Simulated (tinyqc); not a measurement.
## Read current of a NAND string, cells in series solved by shooting: effect of the pass voltage

Cells in series, numbered from 0 at the source line (0 V) to the bit line, each followed by a gap resistance Rg. A cell with gate Vg, threshold VT, source Vs and drain Vd passes I = 2 nf K Vt^2 [F(Vs) - F(Vd)]/(1 + th max(Vg - VT, 0)), F(V) = ln^2(1 + exp((Vg - VT - nf V)/(2 nf Vt))). The selected cell has Vg = Vr, the others Vg = Vp.

For a trial current I start at 0 V and, cell by cell, solve for the drain: sqrt(F(Vd)) = sqrt(F(Vs) - I/k), k = 2 nf K Vt^2/(1 + th max(Vg - VT, 0)), Vd = [Vg - VT - 2 nf Vt ln(exp(sqrt F) - 1)]/nf, then add I Rg. The string current is the I for which the last node reaches Vbl. The apparent threshold is the Vr at which I = Is. Background: all other cells erased (VT = Ve) or all in the highest state (VT = Vh); ratio and shift are high over erased and high minus erased. The string has 32 cells and the selected one is cell 16.

Inputs (values chosen for the exercise); values of the order met in vertical NAND strings:
```
symbol  value    unit                                 meaning
T         300       K                             temperature
K          23  uA/V^2                   gain factor of a cell
nf        1.4                                    slope factor
th       0.17     1/V               mobility reduction factor
Rg        1.9    kohm     resistance of the gap between cells
Vbl       0.3       V                        bit-line voltage
Ve       -1.2       V             threshold of an erased cell
Vh        3.1       V          threshold of the highest state
Vx        1.4       V          threshold of the selected cell
Is         50      nA                         sensing current
Vr       2.73       V  read voltage on the selected word line
```

Constants: q = 1.602176634e-19 C, kB = 1.380649e-23 J/K, Vt = kB T/q. Results are converted to the units shown.

Effect of the pass voltage:

| Vp (V) | I, others erased (uA) | I, others high (uA) | ratio | apparent VT, erased (V) | apparent VT, high (V) | background shift (mV) |
|---|---|---|---|---|---|---|
| 3.7 | 0.4723 | 0.07594 | 0.1608 | 1.469 | 1.553 | 84.34 |
| 4.2 | 0.4946 | 0.1573 | 0.3181 | 1.468 | 1.505 | 37.02 |
| 4.7 | 0.5147 | 0.2236 | 0.4344 | 1.467 | 1.490 | 22.91 |
| 5.2 | 0.5328 | 0.2788 | 0.5233 | 1.467 | 1.483 | 15.98 |
| 5.7 | 0.5492 | 0.3255 | 0.5928 | 1.466 | 1.478 | 11.93 |
| 6.2 | 0.5642 | 0.3656 | 0.6481 | 1.466 | 1.475 | 9.308 |
| 6.7 | 0.5779 | 0.4004 | 0.6928 | 1.465 | 1.473 | 7.497 |
| 7.2 | 0.5905 | 0.4308 | 0.7296 | 1.465 | 1.471 | 6.185 |

As Vp goes from 3.7 to 7.2 V, the current with erased neighbours rises from 0.472 to 0.590 uA, that with high neighbours rises from 0.0759 to 0.431 uA and the ratio rises from 0.161 to 0.730. The background shift falls from 84.3 to 6.18 mV. A higher pass voltage also disturbs erased cells more, which this model leaves out.

tinyqc, about 0.4 s, one thread, Intel Xeon 2.30GHz (shared host): `OMP_NUM_THREADS=1 python tinyqc.py 2142077 2142078 out.jsonl`
